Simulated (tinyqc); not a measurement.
# Pinning factor and decay constant from two barriers

Inverse problem. phiB = S (phiM - chi) + (1 - S)(Eg - E0) with S = 1/(1 + (1/S0 - 1) exp(-be ti)). Find S0, S at the given thickness and be.

Values chosen for this exercise; semiconductor values close to those of germanium; interlayer mass of the order of that in silicon nitride, offset chosen freely:
- Eg = 0.645 eV (band gap)
- chi = 4.16 eV (electron affinity)
- E0 = 0.091 eV (charge-neutrality level above the valence band)
- phiM = 4.32 eV (metal work function)

phiB at ti = 0, 0.3 nm (eV): [0.5343, 0.52045376]

Answer. Each barrier gives its S by linear interpolation between the pinned and the unpinned value; the ratio of the two values of 1/S - 1 is exp(be ti).

S0 = 0.05000
S = 0.08514
be = 1.900 1/nm

Numbers from tinyqc (`OMP_NUM_THREADS=1 python tinyqc.py 2270083 2270084 out.jsonl`; about 0.02 s on one thread of a shared Intel Xeon 2.30GHz).
